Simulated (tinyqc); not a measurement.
Weibull slope from two areas.

Inverse problem. Oxide breakdown times follow a Weibull law, F = 1 - exp(-(t/t63)^beta). For defects spread at random t63 goes as A^(-1/beta). Find beta and the time at which the share Fp of the area-A2 devices has failed, t63(A2) (-ln(1 - Fp))^(1/beta).

Parameters, values chosen for the exercise:
```
symbol,value,unit,meaning
A1,2.7,um^2,area of a test capacitor
A2,4.1e6,um^2,gate area of the product
Fp,1e-5,,allowed share of failed products
```

t63 at the areas A1 and A2 (s): 630  7.3730431

Solution. beta = ln(A2/A1)/ln(t63(A1)/t63(A2)).

beta = 3.20
time to Fp = 0.202 s

Computed by the program tinyqc: `OMP_NUM_THREADS=1 python tinyqc.py 2070093 2070094 out.jsonl`, one thread of a shared Intel Xeon 2.30GHz, about 0.01 s for the whole run.
